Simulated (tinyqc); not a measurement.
Changing the temperature T: thermal and gravitational stress in a wafer during furnace and rapid thermal processing, and the onset of slip. Computed by tinyqc, a small Python program. Command: `OMP_NUM_THREADS=1 python tinyqc.py 3006218 3006219 out.jsonl slip sweep`. One thread of a shared host (Intel(R) Xeon(R) Processor @ 2.30GHz), about 0.01 s of CPU time with the checks.

A thin free disc in plane stress, isotropic; T(r) = T_centre + dT (r/R)^n. Stress is positive in tension; sigma_SB = 5.670374419e-8 W/(m^2 K^4), g = 9.80665 m/s^2.

Inputs (values chosen for the exercise, for a model wafer): wafer radius R = 150 mm; thickness t = 775 micrometre; Young's modulus E = 150 GPa; expansion alpha = 4.11 1e-6/K; edge less centre temperature dT = -24 K; exponent n of the profile = 16; prefactor A of the critical stress = 0.00021 MPa; energy U of the critical stress = 1.11 eV; density rho = 2330 kg/m^3; heat capacity c = 977 J/(kg K); conductivity k = 27.5 W/(m K); wafer spacing s = 11 mm; ramp rate = 9.1 K/min.

Temperature profile: edge zone, power law.

Constants: k_B = 8.617333262e-05 eV/K.

Method:
- With x = r/R: s_rr = alpha E dT (1 - x^n)/(n + 2), s_tt = alpha E dT [1 - (n + 1) x^n]/(n + 2).
- Critical resolved stress tau_c = A exp(U/(k_B T)), a form chosen for the exercise; slip when 0.492799 |s_tt(R)| > tau_c; allowed |dT| = tau_c (n + 2)/(0.492799 n alpha E).
- In a stack heated from the rim, heat flows inward by conduction and by radiation between wafers: k_eff = k + (16/3) sigma_SB T^3 s^2/t (a diffusion estimate with the spacing as path length). A steady ramp gives the parabolic lag dT = rho c (ramp) R^2/(4 k_eff); the allowed ramp uses n = 2.

One run for each value; columns: (1) temperature T (K); (2) critical stress tau_c (MPa); (3) allowed |dT| (K); (4) allowed ramp rate (K/min); (5) resolved over critical stress:
```
(1)     (2)    (3)    (4)    (5)
1000  82.48  305.4  190.1  0.079
1070  35.51  131.5   93.5  0.182
1140  16.96   62.8   51.0  0.382
1210   8.82   32.7   30.2  0.735
1280   4.93   18.2   19.2  1.315
1340   3.14   11.6   13.7  2.064
1410   1.95    7.2    9.6  3.326
1480   1.26    4.7    7.0  5.124
1550   0.85    3.2    5.4  7.591
```

What does the table show?

Over the rows, critical stress tau_c (MPa) falls from 82.5 to 0.854 (exponent d ln y / d ln x -12 between the first rows and -8.5 between the last); allowed |dT| (K) falls from 305 to 3.16 (exponent d ln y / d ln x -12 between the first rows and -8.5 between the last); allowed ramp rate (K/min) falls from 190 to 5.35 (exponent d ln y / d ln x -10 between the first rows and -5.9 between the last).

Caution (rows 1000): at lower temperature the exponential form overstates the strength: fracture from edge flaws comes first.
